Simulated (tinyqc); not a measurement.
What each parameter does: Wannier functions of a composite (isolated) pair of valence bands (bonds of an sp chain).

Each atom has a hybrid pointing left (<) and right (>). H(k): diagonal +V3 on A, -V3 on B; <A<|A>> = -V1a, <B<|B>> = -V1b, <A>|B<> = -V2, <B>|A<> = -V2p exp(ik); k in 1/a, Bloch sums with exp(ikR). The two lowest bands are filled. Trial functions in cell 0: g1 = cos(c) A> + sin(c) B<, and g2 = sin(c) B> + cos(c) A< of cell 1, whose Bloch vector has cos(c) exp(-ik) on A<. Projection A_mn = <psi_m|g_n>, S = A^+ A, Loewdin U = A S^(-1/2), Bloch-like states w_n = sum_m psi_m U_mn, H_W(k) = U^+ diag(E) U. P = sum_m |psi_m><psi_m| is free of phase choices, and S = g^+ P g, w = P g S^(-1/2).

Values chosen for the exercise:
- V2 = 4.85 eV (coupling in the bond A-B inside the cell)
- V2p = 2.65 eV (coupling in the bond to the next cell)
- V1a = 1.53 eV (coupling of the two hybrids on A)
- V1b = 1.28 eV (the same on B)
- V3 = 0 eV (A at +V3, B at -V3)
- c = 35 degrees (trial bonds cos(c) on A, sin(c) on B)
- xb = 0.46 a (position of B (A at 0))

N = 12: centres, total spread (point-like hybrids at R and R + xb) and H_12(0).

Results for these values:
```
case  centre 1 (a)  centre 2 (a)  total spread (a^2)  H_12(0) (eV)
base        0.2285        0.7315              0.1365       -0.6301
```

What happens to each result for V3 = 0.4 eV, all else kept?

Answer: centre 1 rises from 0.2285 to 0.2454; centre 2 falls from 0.7315 to 0.6925; total spread falls from 0.1365 to 0.1346; H_12(0) falls from -0.6301 to -0.6994.

The same for each parameter in turn:
```
case           centre 1 (a)  centre 2 (a)  total spread (a^2)  H_12(0) (eV)
base                 0.2285        0.7315              0.1365       -0.6301
V2 = 5.25 eV         0.2287        0.7313              0.1354       -0.6309
V2p = 3.05 eV        0.2287        0.7313              0.1351       -0.6314
V1a = 1.73 eV        0.2271        0.7329              0.1385       -0.6273
V1b = 1.48 eV        0.2297        0.7303              0.1385       -0.7284
V3 = 0.4 eV          0.2454        0.6925              0.1346       -0.6994
xb = 0.51 a          0.2535        0.7565              0.1358       -0.6301
```

Program tinyqc; command `OMP_NUM_THREADS=1 python tinyqc.py 1452126 1452127 out.jsonl`; about 0.2 s on one thread of a shared Intel(R) Xeon(R) Processor @ 2.30GHz.
